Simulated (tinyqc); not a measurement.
p-n diode, drift-diffusion by the Gummel loop with Scharfetter-Gummel fluxes: two steps of the calculation.

Abrupt junction at x = 0, p side from -Lp, n side to Ln, ohmic contacts. psi is counted from the intrinsic level; n = ni exp((psi - phin)/Vt), p = ni exp((phip - psi)/Vt). Contacts: p side psi = V - Vt ln(Na/ni), p = Na, n = ni^2/Na; n side psi = Vt ln(Nd/ni), n = Nd, p = ni^2/Nd. Constant mobilities, D = mu Vt, Boltzmann statistics, SRH recombination through a mid-gap level, U = (n p - ni^2)/(tp (n + ni) + tn (p + ni)). Current is positive from the p contact to the n contact.

Values chosen for this exercise; band and dielectric values those of a made-up semiconductor: temperature T = 275 K; relative permittivity eps_r = 20; acceptor density of the p side Na = 1.7e16 cm^-3; donor density of the n side Nd = 7.3e16 cm^-3; hole mobility mup = 1100 cm^2/(V s); SRH lifetime of electrons tn = 6e-7 s; SRH lifetime of holes tp = 5e-10 s; uniform generation rate G = 0 cm^-3 s^-1; bias of the p contact V = 0.36 V.

Constants: q = 1.602176634e-19 C, kB = 1.380649e-23 J/K, Vt = kB T/q, eps0 = 8.8541878128e-14 F/cm where lengths are in cm. Results are converted to the units shown.

Question 1. Hole continuity. With psi and the new n held, F_i = (mup Vt/h_i) [p_(i+1) B(-d_i) - p_i B(d_i)], d_i = (psi_(i+1) - psi_i)/Vt, B(d) = d/(exp(d) - 1); solve F_i - F_(i-1) = w_i [(n_i p_i - ni^2)/den_i - G] for the new p, with den = tp (n + ni) + tn (p + ni) taken at the new n and the old p, h_i = x_(i+1) - x_i, w_i = (h_(i-1) + h_i)/2; phip = psi + Vt ln(p/ni).

x, node 0 to 12 (nm): [-1400, -907, -573, -348, -196, -93, -23.5, 23.5, 94.9, 203, 368, 619, 1000]
ni = 2.7753721e13 cm^-3
psi, node 0 to 12 (V): [0.20791789, 0.17640257, 0.17636647, 0.17636639, 0.17636721, 0.17641403, 0.17766372, 0.19360544, 0.19467054, 0.19470237, 0.19470274, 0.19468955, 0.18661545]
new n, node 0 to 12 (cm^-3): [4.5309941e10, 7.7279217e15, 1.7175933e16, 2.3553598e16, 2.7863176e16, 3.0840961e16, 3.4534089e16, 6.9571603e16, 7.4840236e16, 7.8007678e16, 8.2687406e16, 8.9757497e16, 7.3e16]
p after Poisson, node 0 to 12 (cm^-3): [1.7e16, 6.4270749e16, 6.4368707e16, 6.4368933e16, 6.4366710e16, 6.4239677e16, 6.0939768e16, 3.1098938e16, 2.9732123e16, 2.9692221e16, 2.9691756e16, 2.9708281e16, 1.0551630e10]

Find: new p; phip after round 1.

Answer 1.

new p, node 0 to 12 (cm^-3): [1.7000e16, 4.7572e16, 4.2230e16, 3.8586e16, 3.6123e16, 3.4385e16, 3.1523e16, 1.5533e16, 1.3720e16, 1.1953e16, 9.2817e15, 5.2239e15, 1.0552e10]
phip after round 1, node 0 to 12 (V): [0.36000, 0.35287, 0.35001, 0.34787, 0.34631, 0.34519, 0.34438, 0.34355, 0.34167, 0.33844, 0.33244, 0.31881, 0.00000]

Question 2. Poisson equation. With phin and phip held, solve a_i (psi_(i+1) - psi_i) - a_(i-1) (psi_i - psi_(i-1)) + q w_i (p_i - n_i + C_i) = 0 for the inner nodes by Newton steps to convergence; a_i = eps0 eps_r/h_i, h_i = x_(i+1) - x_i, w_i = (h_(i-1) + h_i)/2, C = -Na or +Nd.

x, node 0 to 12 (nm): [-1400, -907, -573, -348, -196, -93, -23.5, 23.5, 94.9, 203, 368, 619, 1000]
ni = 2.7753721e13 cm^-3
phin after round 1, node 0 to 12 (V): [0.36000000, 0.04300306, 0.02404037, 0.01655729, 0.01257625, 0.01021686, 0.00878628, 0.00812992, 0.00746511, 0.00651463, 0.00513438, 0.00317693, 0.00000000]
phip after round 1, node 0 to 12 (V): [0.36000000, 0.35287022, 0.35001147, 0.34787283, 0.34631062, 0.34518922, 0.34437912, 0.34354870, 0.34167245, 0.33843651, 0.33244377, 0.31880934, 0.00000000]

Wanted: psi; n after Poisson; p after Poisson.

Answer 2.

psi, node 0 to 12 (V): [0.20792, 0.18777, 0.17968, 0.17562, 0.17318, 0.17177, 0.17360, 0.19635, 0.19762, 0.19648, 0.19460, 0.19164, 0.18662]
n after Poisson, node 0 to 12 (cm^-3): [4.5310e10, 1.2487e16, 1.9750e16, 2.2826e16, 2.4352e16, 2.5349e16, 2.9097e16, 7.8126e16, 8.4765e16, 8.4082e16, 8.2321e16, 7.8935e16, 7.3000e16]
p after Poisson, node 0 to 12 (cm^-3): [1.7000e16, 2.9442e16, 3.6726e16, 3.9815e16, 4.1331e16, 4.1835e16, 3.7414e16, 1.3832e16, 1.2113e16, 1.1089e16, 9.3230e15, 5.9402e15, 1.0552e10]

Program tinyqc, `OMP_NUM_THREADS=1 python tinyqc.py 2240059 2240060 out.jsonl`; Intel Xeon 2.30GHz, shared host, one thread, about 0.2 s.
